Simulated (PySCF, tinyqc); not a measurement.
Inside a calculation. Method: CISD on RHF in the 3-21g basis, for H3+, spin multiplicity 1. The lowest restricted solution is unstable here: a spin-polarised one lies 0.0120 hartree lower (PySCF). One step of it, computed by the program tinyqc.

Problem. CISD: roots. Diagonalise (each vector has its largest component positive (the first on a tie)); all determinants have Ms = 0, so triplets appear too. The lowest singlet root is the correlation energy.

Occupation strings over the orbitals (2 doubly, a alpha, b beta, 0 empty; spin orbitals ordered 1a 1b 2a 2b ...): 200000 a0b000 a00b00 a0000b b0a000 b00a00 b0000a 020000 0a00b0 002000 00ab00 00a00b 00ba00 000200 000a0b 0b00a0 000020 00b00a 000b0a 000002

H - E(HF) between determinants (hartree):
```
           200000     a0b000     a00b00     a0000b     b0a000     b00a00     b0000a     020000
200000   0.000000   0.000000   0.000000   0.000000   0.000000   0.000000   0.000000   0.119665
a0b000   0.000000   0.394546  -0.040932   0.039509  -0.093807  -0.023318   0.054512  -0.107738
a00b00   0.000000  -0.040932   1.264929  -0.008491  -0.023318  -0.039691  -0.001535  -0.063195
a0000b   0.000000   0.039509  -0.008491   1.350280   0.054512  -0.001535  -0.083882   0.008260
b0a000   0.000000  -0.093807  -0.023318   0.054512   0.394546  -0.040932   0.039509   0.107738
b00a00   0.000000  -0.023318  -0.039691  -0.001535  -0.040932   1.264929  -0.008491   0.063195
b0000a   0.000000   0.054512  -0.001535  -0.083882   0.039509  -0.008491   1.350280  -0.008260
020000   0.119665  -0.107738  -0.063195   0.008260   0.107738   0.063195  -0.008260   0.449503
0a00b0   0.039728  -0.045865  -0.165540   0.006139   0.040581   0.053179  -0.002687   0.006219
002000   0.093807  -0.043335  -0.007285  -0.061569   0.043335   0.007285   0.061569   0.117406
00ab00   0.023318  -0.007285  -0.119626   0.012734  -0.002299   0.038488  -0.006261   0.055715
00a00b  -0.054512  -0.061569   0.012734   0.083410  -0.014957   0.002149  -0.076410  -0.000530
00ba00  -0.023318  -0.002299   0.038488  -0.006261  -0.007285  -0.119626   0.012734  -0.055715
000200   0.039691  -0.038488  -0.041671   0.005118   0.038488   0.041671  -0.005118   0.079791
000a0b   0.001535   0.006261   0.005118   0.026208   0.002149  -0.064418   0.000016  -0.007163
0b00a0  -0.039728   0.040581   0.053179  -0.002687  -0.045865  -0.165540   0.006139  -0.006219
000020   0.037586  -0.036979  -0.076362   0.004952   0.036979   0.076362  -0.004952   0.078730
00b00a   0.054512  -0.014957   0.002149  -0.076410  -0.061569   0.012734   0.083410   0.000530
000b0a  -0.001535   0.002149  -0.064418   0.000016   0.006261   0.005118   0.026208   0.007163
000002   0.083882   0.076410  -0.000016  -0.088196  -0.076410   0.000016   0.088196   0.005697

           0a00b0     002000     00ab00     00a00b     00ba00     000200     000a0b     0b00a0
200000   0.039728   0.093807   0.023318  -0.054512  -0.023318   0.039691   0.001535  -0.039728
a0b000  -0.045865  -0.043335  -0.007285  -0.061569  -0.002299  -0.038488   0.006261   0.040581
a00b00  -0.165540  -0.007285  -0.119626   0.012734   0.038488  -0.041671   0.005118   0.053179
a0000b   0.006139  -0.061569   0.012734   0.083410  -0.006261   0.005118   0.026208  -0.002687
b0a000   0.040581   0.043335  -0.002299  -0.014957  -0.007285   0.038488   0.002149  -0.045865
b00a00   0.053179   0.007285   0.038488   0.002149  -0.119626   0.041671  -0.064418  -0.165540
b0000a  -0.002687   0.061569  -0.006261  -0.076410   0.012734  -0.005118   0.000016   0.006139
020000   0.006219   0.117406   0.055715  -0.000530  -0.055715   0.079791  -0.007163  -0.006219
0a00b0   1.612530   0.037272   0.163876  -0.009175  -0.058141   0.111782  -0.004795  -0.078730
002000   0.037272   0.829294  -0.054425   0.070581   0.054425   0.045764  -0.012531  -0.037272
00ab00   0.163876  -0.054425   1.718753  -0.016695  -0.045764  -0.020152   0.000561  -0.058141
00a00b  -0.009175   0.070581  -0.016695   1.725545   0.012531   0.000561  -0.059798   0.006377
00ba00  -0.058141   0.054425  -0.045764   0.012531   1.718753   0.020152  -0.114748   0.163876
000200   0.111782   0.045764  -0.020152   0.000561   0.020152   2.714144  -0.027112  -0.111782
000a0b  -0.004795  -0.012531   0.000561  -0.059798  -0.114748  -0.027112   2.516298   0.008018
0b00a0  -0.078730  -0.037272  -0.058141   0.006377   0.163876  -0.111782   0.008018   1.612530
000020   0.033374   0.044495   0.078244  -0.001430  -0.078244   0.271773  -0.012892  -0.033374
00b00a   0.006377  -0.070581   0.012531  -0.079610  -0.016695  -0.000561   0.003986  -0.009175
000b0a   0.008018   0.012531  -0.114748   0.003986   0.000561   0.027112  -0.004766  -0.004795
000002  -0.002557   0.079610  -0.003986  -0.042973   0.003986   0.004766   0.001200   0.002557

           000020     00b00a     000b0a     000002
200000   0.037586   0.054512  -0.001535   0.083882
a0b000  -0.036979  -0.014957   0.002149   0.076410
a00b00  -0.076362   0.002149  -0.064418  -0.000016
a0000b   0.004952  -0.076410   0.000016  -0.088196
b0a000   0.036979  -0.061569   0.006261  -0.076410
b00a00   0.076362   0.012734   0.005118   0.000016
b0000a  -0.004952   0.083410   0.026208   0.088196
020000   0.078730   0.000530   0.007163   0.005697
0a00b0   0.033374   0.006377   0.008018  -0.002557
002000   0.044495  -0.070581   0.012531   0.079610
00ab00   0.078244   0.012531  -0.114748  -0.003986
00a00b  -0.001430  -0.079610   0.003986  -0.042973
00ba00  -0.078244  -0.016695   0.000561   0.003986
000200   0.271773  -0.000561   0.027112   0.004766
000a0b  -0.012892   0.003986  -0.004766   0.001200
0b00a0  -0.033374  -0.009175  -0.004795   0.002557
000020   2.808105   0.001430   0.012892   0.003813
00b00a   0.001430   1.725545  -0.059798   0.042973
000b0a   0.012892  -0.059798   2.516298  -0.001200
000002   0.003813   0.042973  -0.001200   2.853143
```

Give: lowest roots of this matrix, relative to E(HF); lowest vectors; <S^2> of these roots; weight of the ground state by excitation level 0, 1, 2, ....

Solution.

lowest roots of this matrix, relative to E(HF) (hartree): -0.0452  0.2829  0.3123  0.5505  0.8668  1.1829  1.2003  1.2763

lowest vectors:
```
         root 1   root 2   root 3   root 4
200000   0.9629   0.0000   0.2171   0.0362
a0b000  -0.0540   0.7011   0.4456  -0.5106
a00b00  -0.0174   0.0480   0.0543   0.0111
a0000b  -0.0069  -0.0669  -0.0132  -0.0405
b0a000   0.0540   0.7011  -0.4456   0.5106
b00a00   0.0174   0.0480  -0.0543  -0.0111
b0000a   0.0069  -0.0669   0.0132   0.0405
020000  -0.2380   0.0000   0.7215   0.5278
0a00b0  -0.0229   0.0069   0.0379  -0.0150
002000  -0.0789   0.0000  -0.1445  -0.4336
00ab00  -0.0056   0.0076  -0.0343  -0.0406
00a00b   0.0298   0.0393   0.0289   0.0128
00ba00   0.0056   0.0076   0.0343   0.0406
000200  -0.0053   0.0000  -0.0121  -0.0252
000a0b  -0.0002   0.0008   0.0017   0.0025
0b00a0   0.0229   0.0069  -0.0379   0.0150
000020  -0.0058   0.0000  -0.0043  -0.0200
00b00a  -0.0298   0.0393  -0.0289  -0.0128
000b0a   0.0002   0.0008  -0.0017  -0.0025
000002  -0.0220   0.0000  -0.0310   0.0435
```

<S^2> of these roots: 0.0000  2.0000  0.0000  0.0000  0.0000  2.0000  0.0000  2.0000

weight of the ground state by excitation level 0, 1, 2, ...: 0.9271  0.0065  0.0663
